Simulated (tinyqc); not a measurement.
Double-gate transistor, scale length and short-channel effects: one step of the calculation.

A body of thickness ts between two insulators of thickness ti and two tied gates. Below threshold the potential that source and drain add obeys Laplace's equation and vanishes on the gate. Its lowest mode decays along the channel as exp(-k y); k is the smallest positive root of the matching condition at the interface, and the scale length is Lambda = pi/k.

Task. Decay constant by Newton steps. f(k) = ei cos(k ti) cos(k ts/2) - eps_r sin(k ti) sin(k ts/2); f' by a central difference with +/- 1e-5 1/nm; k(new) = k - f/f'.

Parameters, values chosen for the exercise; permittivities: semiconductor close to that of silicon, insulator close to that of silicon dioxide:
```
symbol  value  unit                                     meaning
eps_r    11.6        relative permittivity of the semiconductor
ei       4.06            relative permittivity of the insulator
ti        2.3    nm                         insulator thickness
ts        9.9    nm                              body thickness
```

k at the start = 0.165 1/nm

Find: f; f'; k after iteration 1.

Result.

f = -0.5507
f' = -48.60 nm
k after iteration 1 = 0.1537 1/nm

tinyqc, about 0.01 s, one thread, Intel Xeon 2.30GHz (shared host): `OMP_NUM_THREADS=1 python tinyqc.py 2420128 2420129 out.jsonl`
